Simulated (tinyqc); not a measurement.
## Charge stability of a double quantum dot, constant-interaction model with a charge sensor: a scan of gate 1

Capacitance matrix C = [[C1, -Cm], [-Cm, C2]], C1 = G1 + X1 + Cm + L1, C2 = G2 + X2 + Cm + L2. Gate charges n1 = (G1 V1 + X1 V2)/q, n2 = (X2 V1 + G2 V2)/q. The state (N1, N2) has U = (1/2) d^T E d with d = (N1 - n1, N2 - n2) and E = q^2 C^(-1). Leads at 0 V; no tunnel coupling, spin or level spacing. The sensor reads s1 <N1> + s2 <N2>.

Thermal means over all states within two electrons of the gate charges.

Values chosen for this exercise:

| symbol | value | unit | meaning |
|---|---|---|---|
| G1 | 30 | aF | gate 1 to dot 1 |
| G2 | 33 | aF | gate 2 to dot 2 |
| X1 | 1.9 | aF | gate 2 to dot 1 |
| X2 | 2.2 | aF | gate 1 to dot 2 |
| Cm | 70 | aF | between the dots |
| L1 | 160 | aF | dot 1 to leads and ground |
| L2 | 170 | aF | dot 2 to leads and ground |
| s1 | 0.77 |  | sensor weight of dot 1 |
| s2 | 0.21 |  | sensor weight of dot 2 |
| T | 0.14 | K | temperature |
| V2 | 1.62 | mV | voltage of gate 2 |

Constants: q = 1.602176634e-19 C, kB = 1.380649e-23 J/K, Vt = kB T/q. Results are converted to the units shown.

A scan of gate 1:

| V1 (mV) | <N1> | <N2> | sensor | N1 of the ground state | N2 of the ground state |
|---|---|---|---|---|---|
| -3.18 | -0.535 | 0.0036 | -0.411 | -1 | 0 |
| -2.19 | 0.000 | 0.0000 | 0.000 | 0 | 0 |
| -1.21 | 0.000 | 0.0000 | 0.000 | 0 | 0 |
| -0.227 | 0.000 | 0.0001 | 0.000 | 0 | 0 |
| 0.756 | 0.000 | 0.0029 | 0.001 | 0 | 0 |
| 1.74 | 0.028 | 0.0672 | 0.036 | 0 | 0 |
| 2.72 | 0.996 | 0.0024 | 0.768 | 1 | 0 |
| 3.71 | 1.000 | 0.0001 | 0.770 | 1 | 0 |
| 4.69 | 1.000 | 0.0012 | 0.770 | 1 | 0 |
| 5.67 | 1.000 | 0.0304 | 0.776 | 1 | 0 |
| 6.66 | 1.001 | 0.4518 | 0.865 | 1 | 0 |
| 7.64 | 1.561 | 0.4189 | 1.290 | 2 | 0 |
| 8.62 | 1.999 | 0.0012 | 1.540 | 2 | 0 |

The ground state changes 3 time(s) between the rows listed: (-1,0) to (0,0); (0,0) to (1,0); (1,0) to (2,0). Adding to dot 1 moves the sensor by s1 = 0.77, adding to dot 2 by s2 = 0.21, and a shift from dot 2 to dot 1 by 0.560. Far from triple points dot 1 gains an electron about every q/(G1 + X2 Cm/C2) = 5.24 mV.

Numbers from tinyqc (`OMP_NUM_THREADS=1 python tinyqc.py 2470013 2470014 out.jsonl`; about 0.01 s on one thread of a shared Intel Xeon 2.30GHz).
